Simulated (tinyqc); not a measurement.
# Metal-interlayer-semiconductor contact, depinning against tunnelling resistance, step by step

Program tinyqc, `OMP_NUM_THREADS=1 python tinyqc.py 2270039 2270040 out.jsonl`; Intel Xeon 2.30GHz, shared host, one thread, about 0.02 s. Printed values are rounded.

Zero bias, n-type semiconductor. Gap states at the semiconductor surface thin out as exp(-be ti), which unpins the barrier; electrons must then cross the interlayer (a rectangular barrier, no voltage drop across it) and the parabolic depleted layer, both by WKB. Energies E are counted from the Fermi level; no image force, parabolic bands.

Values chosen for this exercise; semiconductor values close to those of gallium arsenide; interlayer mass of the order of that in aluminium oxide, offset chosen freely:
```
symbol,value,unit,meaning
T,400,K,temperature
Eg,1.42,eV,band gap
eps_r,12.4,,relative permittivity
chi,3.99,eV,electron affinity
Nc,6.77e17,cm^-3,conduction-band density of states at T
mt,0.066,m0,tunnelling mass in the semiconductor
mA,0.0662,m0,Richardson mass
Nd,1.2e18,cm^-3,donor density
E0,0.51,eV,charge-neutrality level above the valence band
S0,0.1,,pinning factor without interlayer
phiM,4.46,eV,metal work function
ti,1.7,nm,interlayer thickness
dE,2.48,eV,conduction-band offset of the interlayer above the semiconductor
mi,0.34,m0,tunnelling mass in the interlayer
be,2.4,1/nm,decay constant of gap states through the interlayer
```

Constants: q = 1.602176634e-19 C, kB = 1.380649e-23 J/K, eps0 = 8.8541878128e-12 F/m, hbar = 1.054571817e-34 J s, h = 6.62607015e-34 J s, m0 = 9.1093837015e-31 kg, Vt = kB T/q, hbar^2/(2 m0) = 0.0380998212 eV nm^2. Results are converted to the units shown.

## Pinning, barrier and scales

S = 1/(1 + (1/S0 - 1) exp(-be ti)); phiB = S (phiM - chi) + (1 - S)(Eg - E0); xi = Ec - EF deep inside, from Nd = Nc F(-xi/Vt), F(x) = (2/sqrt(pi)) int_0^infinity sqrt(u) du/(1 + exp(u - x)); band bending U = phiB - xi; E00 = (hbar/2) sqrt(Nd/(eps0 eps_r mt m0)) in volts; A = 4 pi q mA m0 kB^2/h^3.

S = 0.867930
phiB = 0.528111 eV
xi = -0.0408227 eV
U = 0.568934 eV
E00 = 0.0224820 eV
A = 7.95547 A/(cm^2 K^2)

The interlayer moves the barrier from 0.866 eV to 0.528 eV; the unpinned limit is phiM - chi = 0.470 eV. E00/Vt = 0.652: by the usual rule of thumb (0.5 to 5) thermionic-field emission.

## Exponents and integrand on an energy grid

E, point 0 to 15 (eV): -0.04  0.006  0.052  0.098  0.144  0.19  0.236  0.282  0.328  0.374  0.42  0.466  0.512  0.558  0.604  0.65

With U = phiB - xi: for xi < E < phiB, y = (E - xi)/U and G1 = (U/E00) [sqrt(1 - y) - y ln((1 + sqrt(1 - y))/sqrt(y))], G1 = 0 above phiB; G2 = 2 ti sqrt(mi max(phiB + dE - E, 0)/C), C = hbar^2/(2 m0); f = 1/(1 + exp(E/Vt)); integrand exp(-G1 - G2) f.

```
point	G1	G2	f	integrand (1e-13)
0	25.1429	17.7326	0.761415	0.00000
1	20.2425	17.5983	0.456593	0.00017
2	16.7250	17.4629	0.181148	0.00257
3	13.7849	17.3265	0.0550387	0.01695
4	11.2411	17.1890	0.0151033	0.06792
5	9.0101	17.0505	0.00402120	0.19338
6	7.0450	16.9107	0.00106187	0.41902
7	5.3181	16.7698	2.79792e-4	0.71478
8	3.8136	16.6277	7.36800e-5	0.97677
9	2.5250	16.4844	1.93999e-5	1.07675
10	1.4554	16.3399	5.10776e-6	0.95462
11	0.6225	16.1940	1.34480e-6	0.66888
12	0.0809	16.0468	3.54066e-7	0.35069
13	0.0000	15.8983	9.32201e-8	0.11614
14	0.0000	15.7483	2.45434e-8	0.03552
15	0.0000	15.5969	6.46190e-9	0.01088
```

## Contact resistivity

1/rho_c = (A T^2/Vt^2) I, with I the trapezoid sum of the integrand over the grid.

I = 2.57581e-14 eV
rho_c = 36238 ohm cm^2

A fine grid from xi upwards gives rho_c = 36180 ohm cm^2; the coarse value is 0.16 % above it. The integrand peaks at E = 0.37 eV, and 3.8 % of the current flows above phiB. Tunnelling through the interlayer costs a factor of 1.53e7 at this barrier height; the bare contact (ti = 0) has rho_c = 10.2 ohm cm^2, so with the interlayer rho_c is 3560 times that.
